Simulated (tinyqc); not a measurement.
Complex band structure along [001] in sp3s* tight binding, step by step. Values are carried at full precision from step to step, so a last printed digit may differ when a step is redone from the rounded ones.

For k = (0, 0, kz) the phase sums are g0 = cos(phi) and g3 = i sin(phi), phi = kz a/4, and the s, pz, s* orbitals of anion (a) and cation (c) decouple from px, py. With z = exp(i phi), H(z) = H0 + z T + T^T/z for any complex z. H0 is diagonal (Esa, Epa, Exa, Esc, Epc, Exc). The anion-cation block is B(z) = z U + W/z and the cation-anion block z W^T + U^T/z, where U has Vss/2 (s,s), Vsapc/2 (s,z), -Vscpa/2 (z,s), Vxx/2 (z,z), Vxapc/2 (s*,z), -Vpaxc/2 (z,s*), and W has the same values with the s-z and s*-z signs reversed. |z| = 1 is a band state, |z| < 1 decays along [001] as exp(-kappa d) over a distance d, kappa = -(4/a) ln|z|. No spin-orbit coupling.

Parameters, chosen for this exercise (out of a larger set: near a published set for GaP, fitted to gaps, whose masses and valley positions are rough (light masses up to twice too heavy); not measured data): p = (-8.043, 1.127, -2.173, 4.103, 8.609, 7.145, -7.401, 2.151, 5.078, 4.312, 6.243, 4.603, 5.081) eV (order Esa, Epa, Esc, Epc, Exa, Exc, Vss, Vxx, Vxy, Vsapc, Vscpa, Vxapc, Vpaxc); dE = 1.81 eV (E - Ev); a = 5.456 angstrom (lattice constant).

## The layer matrices

Parameters in the order Esa, Epa, Esc, Epc, Exa, Exc, Vss, Vxx, Vxy, Vsapc, Vscpa, Vxapc, Vpaxc. Form H0 and T.

diagonal of H0 (eV): sa -8.0430, za 1.1270, s*a 8.6090, sc -2.1730, zc 4.1030, s*c 7.1450

T (eV):
```
          sa      za      s*a       sc      zc      s*c
sa    0.0000  0.0000   0.0000  -3.7005  2.1560   0.0000
za    0.0000  0.0000   0.0000  -3.1215  1.0755  -2.5405
s*a   0.0000  0.0000   0.0000   0.0000  2.3015   0.0000
sc   -3.7005  3.1215   0.0000   0.0000  0.0000   0.0000
zc   -2.1560  1.0755  -2.3015   0.0000  0.0000   0.0000
s*c   0.0000  2.5405   0.0000   0.0000  0.0000   0.0000
```

## Edges at Gamma

At z = 1 the levels follow from the blocks [[Esa, Vss], [Vss, Esc]] and [[Epa, Vxx], [Vxx, Epc]]: Ev is the lower p root, and the direct gap ends at the lower of the upper roots.

Ev = -0.0005 eV
EG (direct gap) = 2.8542 eV

## Complex wave vectors at one energy in the gap

Solve det(H0 - E + z T + T^T/z) = 0 with E = Ev + dE, as the linear problem [[0, 1], [-T^T, E - H0]] x = z [[1, 0], [0, T]] x. Roots come as z, -z, 1/z and conjugates; list those with 0 < |z| < 1 and Re z, Im z >= 0, by falling |z|. Re kz = arg(z)/(pi/2) in units of 2 pi/a, kappa = -(4/a) ln|z|.

Decaying roots:

| Re z | Im z | \|z\| | Re kz (2 pi/a) | kappa (1/angstrom) |
|---|---|---|---|---|
| 0.7816 | 0.0000 | 0.7816 | 0.0000 | 0.1807 |
| 0.1091 | 0.5358 | 0.5468 | 0.8721 | 0.4426 |

The slowest root has kappa = 0.1807 1/angstrom at Re kz = 0.000: a purely imaginary k at Gamma. The probability falls by exp(-2 kappa d), a factor 37.1 over 1 nm.

## The px, py block

For px and py the determinant gives (E - Epa)(E - Epc) = Vxx^2 cos^2(phi) + Vxy^2 sin^2(phi). With phi = i kappa a/4 this is sinh^2(kappa a/4) = ((E - Epa)(E - Epc) - Vxx^2)/(Vxx^2 - Vxy^2), E = Ev + dE. Parameters in the order Esa, Epa, Esc, Epc, Exa, Exc, Vss, Vxx, Vxy, Vsapc, Vscpa, Vxapc, Vpaxc.

sinh^2(kappa a/4) = 0.29264
kappa of the heavy-hole branch = 0.3794 1/angstrom

This branch decays faster than the slowest root of the s-pz block (0.1807), by a factor 2.10 in kappa.

## Checks

- Largest distance of a level of the 6 x 6 block at kz = 0.37 (2 pi/a) from a level of the full matrix, against zero (eV): both 0.000000.

(tinyqc, `OMP_NUM_THREADS=1 python tinyqc.py 1480971 1480972 out.jsonl`, Intel(R) Xeon(R) Processor @ 2.30GHz, 1 thread, shared host, about 0.01 s.)
